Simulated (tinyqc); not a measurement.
Comparisons within one model: strain-driven crossing of the Gamma and L valleys in a germanium-like crystal alloyed with tin. A value that a table varies takes the place of the one given here.

Biaxial loads: e0 is the in-plane strain e_par and the normal is free. (001): e_perp = -2 (C12/C11) e_par; exx = eyy = e_par, ezz = e_perp, no shear. (111): e_perp = -(2 C11 + 4 C12 - 4 C44)/(C11 + 2 C12 + 4 C44) e_par; exx = eyy = ezz = (2 e_par + e_perp)/3 and exy = eyz = ezx = (e_perp - e_par)/3. (110): e_perp = -(C11 + 3 C12 - 2 C44)/(C11 + C12 + 2 C44) e_par; exx = eyy = (e_par + e_perp)/2, ezz = e_par, exy = (e_perp - e_par)/2, eyz = ezx = 0. Uniaxial loads: a stress along n, scaled so that n.e.n = e0, with exx = s11 sxx + s12 (syy + szz), exy = s44 sxy/2, s11 = (C11 + C12)/((C11 - C12)(C11 + 2 C12)), s12 = -C12/((C11 - C12)(C11 + 2 C12)), s44 = 1/C44.

Edges from the unstrained valence top: Gamma at Eg + ac tr(e); an L valley with unit axis u at EgL + aL tr(e) + XuL (u.e.u - tr(e)/3), u along [111], [1-1-1], [-11-1], [-1-11]; valence edges are the levels of the 6 x 6 matrix of X, Y, Z times spin with -Dso/3 + l exx + m (eyy + ezz) on the diagonal (cyclic), n exy off it, l = av + 2 b, m = av - b, n = sqrt(3) d. Spin-orbit term (Dso/3) L.sigma on X, Y, Z with (L_k)_ij = -i epsilon_kij: <X+|H|Y+> = -i Dso/3, <X+|H|Z-> = Dso/3, <Y+|H|Z-> = -i Dso/3, <Z+|H|X-> = -Dso/3, <Z+|H|Y-> = i Dso/3, <X-|H|Y-> = i Dso/3, and their conjugates; + and - are the spin along z.

With tin the unstrained gaps become E(y) = (1 - y) E + y EgS - CS y (1 - y); all other values are kept.
Constants: kB = 8.617333262e-05 eV/K.

Parameters, chosen for this exercise (near those of Ge, gaps at low temperature; not measured data): Eg = 0.905 eV (gap at Gamma to the s-like level); EgL = 0.754 eV (gap to L); Dso = 0.292 eV (spin-orbit splitting); ac = -8.39 eV (conduction deformation potential); av = 1.26 eV (valence hydrostatic potential); b = -2.53 eV (tetragonal shear potential); d = -5.28 eV (trigonal shear potential); aL = -1.73 eV (hydrostatic potential of the L edge, Xd + Xu/3); XuL = 16.54 eV (uniaxial potential, L); y = 0.087 (tin fraction); EgS = (-0.434, 0.094) eV (Gamma and L gaps of the tin end); CS = (2.34, 0.78) eV (bowing of the Gamma and L gaps); C11 = 129.1 GPa; C12 = 47.8 GPa; C44 = 66.8 GPa; load = biaxial (001) (kind of strain); mG = 0.0387 m0 (mass at Gamma); mL = 0.539 m0 (density-of-states mass of the four L valleys together); T = 200 K (temperature); e0 = -0.0108 (size of the strain).

## Sweep of a biaxial (001) strain

The valence splitting is the distance of the top two edges. Share in Gamma = mG^(3/2)/(mG^(3/2) + (mL^(3/2)/4) sum_i exp(-(E_Li - E_Gamma)/kT)).

Results:

| e0 (%) | direct gap (eV) | indirect gap (eV) | Gamma - L (meV) | valence splitting (meV) | share in Gamma (%) |
|---|---|---|---|---|---|
| -0.72 | 0.658 | 0.630 | 28 | 56 | 0.369 |
| -0.27 | 0.624 | 0.633 | -9 | 23 | 3.20 |
| 0.17 | 0.574 | 0.620 | -46 | 15 | 22.0 |
| 0.62 | 0.495 | 0.579 | -84 | 59 | 71.6 |
| 1.06 | 0.415 | 0.536 | -121 | 106 | 95.5 |
| 1.51 | 0.329 | 0.488 | -159 | 156 | 99.5 |
| 1.95 | 0.244 | 0.440 | -196 | 207 | 99.9 |
| 2.40 | 0.155 | 0.389 | -233 | 261 | 100 |

What can be read from the table?

Gamma drops below the lowest L valley between e0 = -0.72 and -0.27 %. The direct gap goes from 0.658 to 0.155 eV; of that change -0.124 eV comes from the rise of the valence top through the shear terms and the rest from the volume. The share in Gamma goes from 0.369 to 100 %.

## What each parameter does

Direct gap, Gamma minus the lowest L edge and the valence splitting. Each row changes one parameter from the base and keeps the others.

Results:

| case | direct gap (eV) | Gamma - L (meV) | valence splitting (meV) |
|---|---|---|---|
| base | 0.6863 | 58.6 | 77.8 |
| Dso = 0.2482 eV | 0.6863 | 58.6 | 74.7 |
| y = 0.10005 | 0.6440 | 33.2 | 77.8 |
| b = -2.9095 eV | 0.6792 | 58.6 | 86.4 |
| C44 = 76.82 GPa | 0.6863 | 58.6 | 77.8 |
| av = 1.071 eV | 0.6838 | 58.6 | 77.8 |
| ac = -7.1315 eV | 0.6692 | 41.5 | 77.8 |
| e0 = -0.01242 | 0.6989 | 72.2 | 86.4 |

How do the results move?

The largest shifts from the base row, up to three for each result and ties (the steps differ in size, so this ranks the rows, not the parameters). direct gap (eV): y -0.0423, ac -0.0171, e0 +0.0126; unchanged at the printed digits by Dso and C44. Gamma - L (meV): y -25.4, ac -17.1, e0 +13.6; unchanged at the printed digits by Dso, b, C44 and av. valence splitting (meV): b +8.6, e0 +8.6, Dso -3.2; unchanged at the printed digits by y, C44, av and ac.

Computed by tinyqc, a small Python program: `OMP_NUM_THREADS=1 python tinyqc.py 1081069 1081070 out.jsonl` (the numbers bound the seed that draws the inputs); one thread of a shared host (Intel(R) Xeon(R) Processor @ 2.30GHz), about 0.01 s for the whole set of steps.
